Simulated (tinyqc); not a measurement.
MP2 on RHF in the 3-21g basis, for He, spin multiplicity 1, step by step. Computed by tinyqc, a small Python program that keeps every step (integrals from PySCF). Settings: charge = 0, multiplicity = 1, basis = 3-21g, method = RHF, energy threshold = 1e-10, iteration cap = 83, orthogonalisation = canonical, start = Wolfsberg-Helmholz matrix, DIIS depth = 6. Command: `OMP_NUM_THREADS=1 python tinyqc.py 24196 24197 out.jsonl` (the two numbers bound the seeds that draw the settings). One thread of a shared host (Intel(R) Xeon(R) Processor @ 2.60GHz), about 0.05 s of CPU time with the checks. The early iterations of the SCF are left out here.

## One-electron integrals

Geometry (angstrom):
```
atom,x,y,z
He,0.00000,0.00000,0.00000
```

Basis 3-21g: exponents (1/bohr^2) and contraction coefficients of normalised primitives:
```
element,l (shell),exponent,coefficient
He,s (1),13.62670,0.17523
He,s (1),1.99935,0.89348
He,s (2),0.38299,1.00000
```

Overlap, kinetic and nuclear-attraction integrals over the contracted functions; the nuclear repulsion is the sum of Za Zb / Rab.

nuclear repulsion = 0 hartree

overlap S:
```
,1He 1s,1He 2s
1He 1s,1.00000,0.59522
1He 2s,0.59522,1.00000
```

kinetic energy T (hartree):
```
,1He 1s,1He 2s
1He 1s,3.91612,0.57895
1He 2s,0.57895,0.57449
```

nuclear attraction V (hartree):
```
,1He 1s,1He 2s
1He 1s,-5.48969,-2.23529
1He 2s,-2.23529,-1.97513
```

core Hamiltonian H = T + V (hartree):
```
,1He 1s,1He 2s
1He 1s,-1.57356,-1.65634
1He 2s,-1.65634,-1.40064
```

## Two-electron integrals

Functions are numbered as in S; the eight-fold symmetry (ij|kl) = (ji|kl) = (kl|ij) leaves the list below.

Two-electron integrals (ij|kl) in chemists' order, unique and non-zero (hartree):
```
i,j,k,l,(ij|kl)
1,1,1,1,1.80325
2,1,1,1,0.87651
2,1,2,1,0.45208
2,2,1,1,0.91701
2,2,2,1,0.51468
2,2,2,2,0.69831
```

## Orthogonalisation

S = U s U^T; canonical form X = U s^(-1/2), so that X^T S X = 1. Each column of U has its largest component positive (the first on a tie).

eigenvalues of S: 0.40478  1.59522

X:
```
,1,2
1He 1s,1.11141,0.55985
1He 2s,-1.11141,0.55985
```

## Iteration 8 (converged): orbitals

converged F (hartree):
```
,1He 1s,1He 2s
1He 1s,-0.07080,-1.11800
1He 2s,-1.11800,-0.49936
```

Diagonalise F' = X^T F X, C = X C', fill 1 alpha and 1 beta electrons from the bottom; D = 2 C_occ C_occ^T. Each column has its largest component positive (the first on a tie).

F' = X^T F X (hartree):
```
,1,2
1,2.05769,0.26666
2,0.26666,-0.87956
```

orbital energies (hartree): MO1 -0.90357, MO2 2.08170

coefficients C:
```
,MO1,MO2
1He 1s,0.45792,1.15714
1He 2s,0.65728,-1.05672
```

D after iteration 8:
```
,1He 1s,1He 2s
1He 1s,0.41938,0.60196
1He 2s,0.60196,0.86403
```

## Convergence

Stop when the energy changes by less than 1e-10 hartree and every element of the error matrix X^T (F D S - S D F) X is below 3e-06.

Course of the cycle:
```
iteration,E (hartree),change,largest element of the error matrix
1,-2.7241504,-,7.79e-01
2,-2.8352185,-1.11e-01,5.07e-02
3,-2.8356799,-4.61e-04,4.71e-05
4,-2.8356799,-3.11e-10,2.19e-05
5,-2.8356799,-4.96e-11,1.43e-05
6,-2.8356799,-1.65e-11,1.06e-05
7,-2.8356799,-7.43e-12,8.44e-06
8,-2.8356799,-1.28e-11,1.82e-09
```

PySCF RHF in the same basis = -2.8356799 hartree

Converged in 8 iterations.

## Integrals over molecular orbitals

(pq|rs) = sum C_ip C_jq C_kr C_ls (ij|kl), one index at a time.

one-electron integrals over orbitals h = C^T H C (hartree):
```
,1,2
1,-1.93211,-0.31924
2,-0.31924,0.37966
```

Two-electron integrals over orbitals (pq|rs), unique and non-zero (hartree):
```
p,q,r,s,(pq|rs)
1,1,1,1,1.02854
2,1,1,1,0.31924
2,1,2,1,0.26199
2,2,1,1,0.98202
2,2,2,1,0.34381
2,2,2,2,0.99834
```

## Second-order Moller-Plesset energy

Hartree-Fock energy = -2.8356799 hartree

E2 = sum_ijab (ia|jb) [2 (ia|jb) - (ib|ja)] / (e_i + e_j - e_a - e_b) over occupied i, j and virtual a, b; the opposite-spin part is (ia|jb)^2 / denominator, the rest is same-spin, and SCS-MP2 scales them by 6/5 and 1/3.

Terms:
```
i,j,a,b,(ia|jb),(ib|ja),denominator,term
1,1,2,2,0.26199,0.26199,-5.97055,-0.01150
```

Pair energies (hartree; pair i-j sums ij and ji):
```
pair,opposite spin,same spin
1-1,-0.01150,0.00000
```

MP2 correlation energy = -0.0114966 hartree

SCS-MP2 correlation energy = -0.0137959 hartree

MP2 total energy = -2.8471765 hartree
